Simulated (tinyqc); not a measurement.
## Scale length and barrier from the threshold roll-off

Problem. For L well above Lambda the threshold falls by 2 m sqrt(A (A + Vds)) exp(-pi L/(2 Lambda)), A being the height of the source potential over the barrier top; the two values follow this form. Find Lambda and A.

Parameters, values chosen for the exercise:
```
symbol,value,unit,meaning
m,1,,long-channel body factor
Vds,0.8,V,drain voltage
```

threshold lowering at L = 32 and 51 nm (mV): [55.167294, 8.4801854]

Answer. The ratio of the two values gives Lambda; the prefactor gives A (A + Vds), a quadratic with one positive root.

Lambda = 15.9 nm
A = 0.360 V

tinyqc, about 0.01 s, one thread, Intel Xeon 2.30GHz (shared host): `OMP_NUM_THREADS=1 python tinyqc.py 2420137 2420138 out.jsonl`
